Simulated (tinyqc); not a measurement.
Comparisons within one model: two-node Weyl semimetal on a cubic lattice and its slab. A value that a table varies takes the place of the one given here.

H = d.s with dx = t sin kx, dy = t sin ky, dz = m (2 - cos kx - cos ky) + M(kz), M = tz (cos k0 - cos kz), k in 1/a. Nodes at (0, 0, +/-k0). Berry curvature of the lower band along z: Omega = d.(dd/dkx x dd/dky)/(2|d|^3), in the sense curl of i<u|grad u>.

Slab of N layers along x with hard walls: layer block t sin(ky) sy + (m (2 - cos ky) + M(kz)) sz, block to the next layer t sx/(2i) - m sz/2.

Inputs chosen for the exercise: t = 0.93 eV (hopping in sx and sy); m = 0.9 eV (mass term); tz = 0.87 eV (hopping along z); k0 = 2.3 1/a (position of the nodes); k = (0.26, -0.59, 1.56) 1/a (wave vector).

## Planes of fixed kz and the Fermi arc

C is the sum of Omega over a 24 x 24 mesh, k = (j + 1/2) 2 pi/24, times (2 pi/24)^2/(2 pi). Slab of 30 layers at ky = 0: lowest positive level and weight of the middle pair on the two outer layers.

Against kz:

| kz (1/a) | M (eV) | C | slab level (eV) | surface weight |
|---|---|---|---|---|
| 0.000 | -1.4497 | -0.999 | 0.00000 | 0.627 |
| 0.400 | -1.3810 | -1.000 | 0.00000 | 0.714 |
| 0.800 | -1.1858 | -1.000 | 0.00000 | 0.899 |
| 1.200 | -0.8949 | -1.000 | 0.00000 | 1.000 |
| 1.600 | -0.5543 | -1.000 | 0.00000 | 0.852 |
| 2.000 | -0.2176 | -0.996 | 0.00013 | 0.425 |
| 2.800 | 0.2401 | -0.006 | 0.25786 | 0.011 |
| 3.142 | 0.2903 | -0.002 | 0.30635 | 0.009 |

C is -1 for kz below k0 = 2.3 and 0 above, within 0.006 on this mesh. Where C = -1 the slab has a level near zero (exactly zero for a thick slab) on its faces (weight 0.63 at kz = 0): these points form the arc from -k0 to +k0, of length 4.60/a. Towards the node M goes to zero and the state spreads into the bulk; beyond it the level follows M, raised by the confinement in the slab.

## Hybridisation of the two arcs

ky = 0, kz = 0; lowest positive level against the number of layers. On a half space the amplitudes are z1^n - z2^n with z the roots of (t + m) z^2/2 - (m + M) z + (m - t)/2 = 0.

Level:

| N | E (eV) |
|---|---|
| 3 | 0.1510 |
| 4 | 0.08955 |
| 5 | 0.05463 |
| 6 | 0.03380 |
| 8 | 0.01316 |
| 10 | 0.005162 |
| 12 | 0.002028 |

z1, z2: -0.6269  0.0262

The larger root has |z| = 0.6269, so the level should fall by about |z|^2 = 0.393 for two more layers; from 10 to 12 it changes by a factor 0.393.

## What each parameter does

|E| and Omega at k, the velocity tz sin(k0) and k0/pi. Each row changes one parameter from the base and keeps the others.

Results:

| case | \|E\| (eV) | Omega (a^2) | vz (eV a) | \|sigma_xy\| (e^2/(h a)) |
|---|---|---|---|---|
| base | 0.7002 | -0.8128 | 0.6488 | 0.7321 |
| t = 1.023 eV | 0.7473 | -0.8089 | 0.6488 | 0.7321 |
| m = 0.81 eV | 0.7109 | -0.7558 | 0.6488 | 0.7321 |
| tz = 0.783 eV | 0.6677 | -0.8686 | 0.5839 | 0.7321 |
| k0 = 2.07 1/a | 0.6198 | -0.9338 | 0.7638 | 0.6589 |

The largest shifts from the base row, up to three for each result and ties (the steps differ in size, so this ranks the rows, not the parameters). |E| (eV): k0 -0.0804, t +0.0471, tz -0.0325. Omega (a^2): k0 -0.1210, m +0.0570, tz -0.0558. vz (eV a): k0 +0.1151, tz -0.0649; unchanged at the printed digits by t and m. |sigma_xy| (e^2/(h a)): k0 -0.0732; unchanged at the printed digits by t, m and tz. The Hall conductivity depends on the separation of the nodes alone, with EF at the nodes and no further nodes.

Computed by tinyqc, a small Python program: `OMP_NUM_THREADS=1 python tinyqc.py 1480713 1480714 out.jsonl` (the numbers bound the seed that draws the inputs); one thread of a shared host (Intel(R) Xeon(R) Processor @ 2.30GHz), about 0.1 s for the whole set of steps.
